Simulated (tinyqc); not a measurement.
Inside a calculation. Model: Weibull analysis of times to dielectric breakdown, with area scaling.

Computed by the program tinyqc: `OMP_NUM_THREADS=1 python tinyqc.py 2070015 2070016 out.jsonl`, one thread of a shared Intel Xeon 2.30GHz, about 0.01 s for the whole run. Printed values are rounded.

Breakdown times follow F(t) = 1 - exp(-(t/t63)^beta). The 12 times below were drawn at random from beta = 3.3, t63 = 160 s and are treated as data; all samples failed.

Inputs (values chosen for the exercise): area of a test capacitor A1 = 2500 um^2; gate area of the product A2 = 7.6e6 um^2; allowed share of failed products Fp = 1e-6.

## Median ranks and the Weibull scale

t, i 1 to 12 (s): [43.1, 52.5, 84, 95.7, 106, 122, 125, 128, 154, 156, 166, 192]

F_i = (i - 0.3)/(n + 0.4) for the sorted times, W_i = ln(-ln(1 - F_i)).

```
i           F          W      ln t
1   0.0564516  -2.845458  3.763523
2   0.1370968  -1.914248  3.960813
3   0.2177419  -1.404171  4.430817
4   0.2983871  -1.037404  4.561218
5   0.3790323  -0.741338  4.663439
6   0.4596774  -0.485176  4.804021
7   0.5403226  -0.252019  4.828314
8   0.6209677  -0.030321  4.852030
9   0.7016129   0.190094  5.036953
10  0.7822581   0.421630  5.049856
11  0.8629032   0.686660  5.111988
12  0.9435484   1.055834  5.257495
```

## Straight-line fit

Least squares of W on ln t: beta = sum (x - mean x)(W - mean W)/sum (x - mean x)^2 with x = ln t, and ln t63 = mean x - mean W/beta.

beta = 2.445385
t63 = 135.6351 s

beta is 26 % below the value that made the data and t63 15 % below it.

## Iteration 1: likelihood estimate of beta

beta at the start = 2.4

Maximum likelihood: a(beta) = 1/beta with a = sum t^beta ln t/sum t^beta - mean ln t. Newton step: beta(new) = beta - [a - 1/beta]/[v + 1/beta^2], v the variance of ln t under the weights t^beta.

beta after iteration 1 = 2.964865

## Iteration 2: likelihood estimate of beta

As before.

beta after iteration 2 = 3.097789

## Course of the iteration

Stop when beta changes by less than 1e-9, or after 40 iterations.

Course of the iteration:
```
iteration      beta    change
1          2.964865     0.565
2          3.097789     0.133
3          3.102945   5.16e-3
4          3.102952   7.17e-6
5          3.102952  1.38e-11
```

Converged in 5 iterations.

## Scale parameter and projection to the product

converged beta = 3.102952

t63 = (mean of t^beta)^(1/beta). Defects are spread at random, so -ln(1 - F) is proportional to the area: t63(A2) = t63 (A1/A2)^(1/beta), and the time to the share Fp is t63(A2) (-ln(1 - Fp))^(1/beta).

t63 = 132.9607 s
t63 of the product = 10.02962 s
time to Fp = 0.1168536 s
decades lost against t63 = 3.056081

The straight-line values give 0.0180 s for the time to Fp and the values that made the data 0.214 s: with 12 samples beta is uncertain by about 0.78/sqrt(n) = 23 %, and the projection hangs on 1/beta.
